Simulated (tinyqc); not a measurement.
## Crystallisation kinetics and data retention of a phase-change cell: retention against temperature

Johnson-Mehl-Avrami-Kolmogorov law X = 1 - exp(-y^n), y = integral of k dt, k = (1/100 s) exp[-(Ec q/kB)(1/T - 1/T1)].

At fixed T the state fails at t = (-ln(1 - Xf))^(1/n)/k; ten years are 3.15576e8 s.

Values chosen for this exercise; values of the order of Ge-Sb-Te and related chalcogenides:
```
symbol,value,unit,meaning
Ec,2.15,eV,activation energy of crystallisation
T1,424,K,temperature at which the rate k is 1/(100 s)
n,2.5,,Avrami exponent
Xf,0.3,,crystalline share at which the state is lost
```

Constants: q = 1.602176634e-19 C, kB = 1.380649e-23 J/K. Results are converted to the units shown.

Retention against temperature:
```
T (K)    k (1/s)  time to fail (s)
311    5.183e-12          1.277e11
328    3.314e-10           1.998e9
344     1.140e-8           5.808e7
361     3.469e-7           1.909e6
378     7.764e-6           8.528e4
394     1.133e-4              5845
411     0.001555             425.8
427      0.01512             43.79
444       0.1416             4.675
```

What does the table show?

The time to fail falls from 1.28e11 to 4.67 s, a decade every 9.41 K at the cold end; ten years need T below 336.2 K.

Range of the model: One Arrhenius rate is assumed; incubation, growth from the boundary and the non-Arrhenius kinetics of the supercooled liquid are left out.

tinyqc, about 0.04 s, one thread, Intel Xeon 2.30GHz (shared host): `OMP_NUM_THREADS=1 python tinyqc.py 2490144 2490145 out.jsonl`
